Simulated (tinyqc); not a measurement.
From one set of inputs to another, one input at a time: space-charge-limited current through a thin insulating or semi-insulating film with traps. Computed by tinyqc, a small Python program. Command: `OMP_NUM_THREADS=1 python tinyqc.py 3023212 3023213 out.jsonl sclc ladder`. One thread of a shared host (Intel(R) Xeon(R) Processor @ 2.30GHz), about 0.01 s of CPU time with the checks.

One ohmic injecting contact at x = 0 (field zero), drift only, non-degenerate free carriers.

The inputs printed are set A. Set A is modelled on amorphous silicon; the values taken over come from a set modelled on semi-insulating GaAs. Inputs not listed in the table keep their values of set A, so the rows need not describe a real material.

Inputs (values chosen for the exercise, modelled on amorphous silicon): permittivity eps = 11.8; band mobility mu = 3.2 cm^2/(V s); effective density of states N_c = 1.9e+20 1/cm^3; trap density N_t = 5e+14 1/cm^3; equilibrium Fermi level below the band edge, E_0 = 0.76 eV; thickness d = 2000 nm; free density at the anode, in units of N_c = 3e-05; temperature T = 400 K; characteristic temperature T_c = 700 K.

Traps: exponential tail.

Constants: k_B = 8.617333262e-05 eV/K; e = 1.602176634e-19 C; eps_0 = 8.8541878128e-12 F/m.

Method:
- Free density n_0 = N_c exp(-E_0/k_B T) in equilibrium; trapped density n_t(n) = N_t (n/N_c)^(T/T_c) (the low-temperature form).
- theta = n/(n + n_t) at the anode density; trap-filled-limit voltage V_TFL = e (N_t - n_t(n_0)) d^2/(2 eps eps_0).
- J = e mu n F and (eps eps_0/e) dF/dx = n - n_0 + n_t(n) - n_t(n_0) = rho(n). With F = J/(e mu n): d = (eps eps_0 J/(e^2 mu)) I_1 and V = (eps eps_0 J^2/(e^3 mu^2)) I_2, I_k = int_(n_L)^infinity dn/(n^(k+1) rho(n)), n_L the density at the anode; with u = n_L/n, 200 Gauss-Legendre points in t, u = 1 - (1 - t)^2.
- Anode field J/(e mu n_L); Mott-Gurney current (9/8) eps eps_0 mu V^2/d^3; ohmic current e n_0 mu V/d.

Each row keeps all changes above it:
```
input moved                                  from       to  voltage V (V)   theta  V_TFL (V)
set A                                           -        -      4.663e+01  0.9998  1.533e+00
permittivity eps                             11.8     12.9      4.265e+01  0.9998  1.403e+00
characteristic temperature T_c (K)            700     1200      4.272e+01  0.9973  1.402e+00
band mobility mu (cm^2/(V s))                 3.2     3900      4.272e+01  0.9973  1.402e+00
trap density N_t (1/cm^3)                   5e+14  2.1e+17      7.376e+01  0.4663  5.888e+02
thickness d (nm)                             2000       97      1.735e-01  0.4663  1.385e+00
free density at the anode, in units of N_c  3e-05  1.7e-07      1.146e-02  0.0270  1.385e+00
```

Which inputs carry the difference?

Voltage V goes from 46.6 to 0.0115, a factor 2.46e-4 in all. The largest single move comes from thickness d (a factor 0.00235). Theta goes from 1.000 to 0.0270, a factor 0.0270 in all. The largest single move comes from free density at the anode, in units of N_c (a factor 0.0579). V_TFL goes from 1.53 to 1.38, a factor 0.903 in all. The largest single move comes from thickness d (a factor 0.00235), and trap density N_t works against it (a factor 420). The single moves hold for this order of the switches; the total does not depend on the order.

Caution (rows band mobility mu, trap density N_t): J V exceeds 1e5 W/cm^2, where self-heating, left out here, would matter. Caution (rows band mobility mu, trap density N_t, thickness d): mu V/d exceeds 1e7 cm/s, so velocity saturation would limit the current. Caution (rows thickness d, free density at the anode, in units of N_c): V is below 10 k_B T/e, where diffusion from the contact, left out here, dominates.

Extremes, crossings and ranges named in words are read from the listed rows.
